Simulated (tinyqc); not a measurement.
Thermal and gravitational stress in a wafer during furnace and rapid thermal processing, and the onset of slip: one step, computed by the program tinyqc. Command: `OMP_NUM_THREADS=1 python tinyqc.py 3022618 3022619 out.jsonl slip walk`. One thread of a shared host (Intel(R) Xeon(R) Processor @ 2.30GHz), about 0.01 s of CPU time with the checks.

A thin free disc in plane stress, isotropic; T(r) = T_centre + dT (r/R)^n. Stress is positive in tension; sigma_SB = 5.670374419e-8 W/(m^2 K^4), g = 9.80665 m/s^2.

Problem. Resolved stress round the edge. At the edge the stress is uniaxial along the tangent d = (cos phi, sin phi, 0) of a (001) wafer; the Schmid factor is the largest |(d.n)(d.b)| over the twelve {111}<110> systems.

Inputs (values chosen for the exercise, for a model wafer): edge less centre temperature dT = -11 K.

Temperature profile: edge zone, power law.

hoop stress at the edge = 6.741973 MPa

Give: Schmid factor and resolved stress at phi = 0, 7.5, 15, 22.5, 30, 37.5 and 45 degrees from [100].

Solution.

Schmid factor and resolved stress at phi = 0, 7.5, 15, 22.5, 30, 37.5 and 45 degrees from [100]:
```
phi from [100] (degrees),Schmid factor,resolved stress (MPa)
0.0,0.40825,2.7524
7.5,0.45412,3.0617
15.0,0.48296,3.2561
22.5,0.49280,3.3224
30.0,0.48296,3.2561
37.5,0.45412,3.0617
45.0,0.40825,2.7524
```

The factor is 1/sqrt(6) = 0.408 along <100> and <110> and peaks at 0.4928 at 22.5 degrees, so slip, if any, starts at eight places between these directions.
